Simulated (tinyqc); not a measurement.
What moves the results of Fermi-Dirac smearing: smearing for a one-band metal on the fcc lattice.

Lattice vectors (units of a): a1 = (0, 1/2, 1/2), a2 = (1/2, 0, 1/2), a3 = (1/2, 1/2, 0). E(k) = -t A_1(k) - t2 A_2(k), A_m the sum of cos(k . R) over the 12 nearest and 6 second lattice vectors. Mesh k = sum (j_i/N) b_i, j_i = 0 .. N-1.

With x = (E_k - mu)/sigma: Fermi-Dirac f = 1/(1 + exp(x)), s = -f ln f - (1 - f) ln(1 - f). With weights w = points/N^d (d the dimension), mu solves 2 sum w f = ne; E = 2 sum w f E_k, S = 2 sum w s, F = E - sigma S.

Parameters, chosen for this exercise:
- t = 0.36 eV (nearest hopping)
- t2 = -0 eV (second hopping)
- ne = 1.35 (electrons per cell)
- N = 4 (unshifted mesh)
- sigma = 0.036 eV (width)

All sums formed anew.

One parameter was then changed.

Results before and after:
```
case     mu (eV)   E (eV)       S   F (eV)
base      0.7212  -0.6705  0.5198  -0.6892
changed   0.7932  -0.7375  0.5198  -0.7563
```

Which of these changes was made? (a) sigma = 0.072 eV; (b) ne = 1.45; (c) t2 = 0.036 eV; (d) t = 0.396 eV; (e) N = 8.

Answer: (d) t = 0.396 eV. Of the candidates, run in turn, only this one gives the changed row.

All candidates:
```
case              mu (eV)   E (eV)       S   F (eV)
base               0.7212  -0.6705  0.5198  -0.6892
N = 8              0.7588  -0.7326  0.2091  -0.7401
sigma = 0.072 eV   0.7224  -0.6705  0.5201  -0.7079
ne = 1.45          0.7410  -0.5985  0.4893  -0.6161
t2 = 0.036 eV      0.7212  -0.6367  0.5198  -0.6555
t = 0.396 eV       0.7932  -0.7375  0.5198  -0.7563
```

Run: tinyqc, `OMP_NUM_THREADS=1 python tinyqc.py 1681292 1681293 out.jsonl`; Intel(R) Xeon(R) Processor @ 2.30GHz, one thread, shared host; about 0.2 s of CPU time with all checks.
